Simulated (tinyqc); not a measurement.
Electron continuity equation in a given potential, Scharfetter-Gummel discretisation: two steps of the calculation.

Steady state in one dimension: J = q mu n E + q D dn/dx with E = -dpsi/dx and D = mu Vt, dJ/dx = 0, fixed densities nL and nR at the ends. The potential is given, psi = U x/L, and is not changed by the electrons.

Parameters, values chosen for the exercise; mobility close to that of cadmium telluride at room temperature:
- T = 400 K (temperature)
- mu = 1020 cm^2/(V s) (electron mobility)
- L = 2.7 um (length of the region)
- nL = 3.3e13 cm^-3 (density at x = 0)
- nR = 6.6e14 cm^-3 (density at x = L)

Constants: q = 1.602176634e-19 C, kB = 1.380649e-23 J/K, Vt = kB T/q. Results are converted to the units shown.

Problem 1. Tridiagonal system for the inner nodes. Row i (1 to 10): B(-d_(i-1)) n_(i-1) + b_i n_i + B(d_i) n_(i+1) = f_i with b_i = -B(-d_i) - B(d_(i-1)) and f_i = 0; the known end values are moved to the right: f_1 loses B(-d_0) nL and f_10 loses B(d_10) nR. h = L/11, D = mu Vt.

```
interval     B(d_i)     B(-d_i)
0         3.0698520  0.16872246
1         3.0698520  0.16872246
2         3.0698520  0.16872246
3         3.0698520  0.16872246
4         3.0698520  0.16872246
5         3.0698520  0.16872246
6         3.0698520  0.16872246
7         3.0698520  0.16872246
8         3.0698520  0.16872246
9         3.0698520  0.16872246
10        3.0698520  0.16872246
```

Give: diagonal b; right side f.

Solution 1.

```
node  diagonal b  right side f (cm^-3)
1         -3.239             -5.568e12
2         -3.239                     0
3         -3.239                     0
4         -3.239                     0
5         -3.239                     0
6         -3.239                     0
7         -3.239                     0
8         -3.239                     0
9         -3.239                     0
10        -3.239             -2.026e15
```

Problem 2. Densities and current. B(d_i) and B(-d_i) are the Bernoulli factors of the potential steps, b and f the diagonal and right side. Solve B(-d_(i-1)) n_(i-1) + b_i n_i + B(d_i) n_(i+1) = f_i (end values already in f), then J_i = (q D/h) [n_(i+1) B(d_i) - n_i B(-d_i)], h = L/11, D = mu Vt.

```
interval     B(d_i)     B(-d_i)
0         3.0698520  0.16872246
1         3.0698520  0.16872246
2         3.0698520  0.16872246
3         3.0698520  0.16872246
4         3.0698520  0.16872246
5         3.0698520  0.16872246
6         3.0698520  0.16872246
7         3.0698520  0.16872246
8         3.0698520  0.16872246
9         3.0698520  0.16872246
10        3.0698520  0.16872246
```

```
node  diagonal b  right side f (cm^-3)
1     -3.2385744         -5.5678411e12
2     -3.2385744                     0
3     -3.2385744                     0
4     -3.2385744                     0
5     -3.2385744                     0
6     -3.2385744                     0
7     -3.2385744                     0
8     -3.2385744                     0
9     -3.2385744                     0
10    -3.2385744         -2.0261023e15
```

Find: n; J.

Solution 2.

n, node 0 to 11 (cm^-3): 3.3000e13  6.2554e14  6.5811e14  6.5990e14  6.5999e14  6.6000e14  6.6000e14  6.6000e14  6.6000e14  6.6000e14  6.6000e14  6.6000e14
J, interval 0 to 10 (A/cm^2): 439.42  439.42  439.42  439.42  439.42  439.42  439.42  439.42  439.42  439.42  439.42

Numbers from tinyqc (`OMP_NUM_THREADS=1 python tinyqc.py 2220014 2220015 out.jsonl`; about 0.01 s on one thread of a shared Intel Xeon 2.30GHz).
